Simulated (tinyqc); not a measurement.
Classical nucleation, growth and JMAK kinetics of crystallisation from a melt or glass: one step, computed by the program tinyqc. Command: `OMP_NUM_THREADS=1 python tinyqc.py 3009982 3009983 out.jsonl nucl walk`. One thread of a shared host (Intel(R) Xeon(R) Processor @ 2.30GHz), about 0.01 s of CPU time with the checks.

A spherical nucleus with a sharp interface of isotropic energy gamma; lambda = Omega^(1/3) is the jump distance.

Task: Steady nucleation rate. Driving force per volume: dG = H (T_m - T)/T_m. Shape factor f = 1. W(r) = f [4 pi r^2 gamma - (4/3) pi r^3 dG]; r* = 2 gamma/dG; W* = f 16 pi gamma^3/(3 dG^2); n* = f (4/3) pi r*^3/Omega. D = D0 exp(-Q/(k_B T)); attachment rate k+ = (A*/lambda^2) D/lambda^2 with A* = 4 pi r*^2; Zeldovich factor Z = sqrt(W*/(3 pi k_B T))/n*; sites per volume N = 1/Omega; I = N Z k+ exp(-W*/(k_B T)); lag time = 1/(4 pi Z^2 k+).

Inputs (values chosen for the exercise, for a model substance):
```
quantity                        value        unit
melting point T_m                1470           K
heat of melting per volume H      717      J/cm^3
interface energy gamma         0.0794       J/m^2
atomic volume Omega                29  angstrom^3
temperature T                     984           K
diffusion prefactor D0        3.9e-05       m^2/s
activation energy Q               1.7          eV
```

Nucleation: homogeneous. Driving force: Turnbull (linear).

Constants: k_B = 8.617333262e-05 eV/K; k_B = 1.380649e-23 J/K.

Give: diffusivity D; attachment rate k+; Zeldovich factor Z; sites N; nucleation rate I; lag time.

Result:

diffusivity D = 7.658e-14 m^2/s

attachment rate k+ = 4.847e+07 1/s

Zeldovich factor Z = 0.02486

sites N = 3.448e+28 1/m^3

nucleation rate I = 7.036e+29 1/(m^3 s)

lag time = 2.656e-06 s
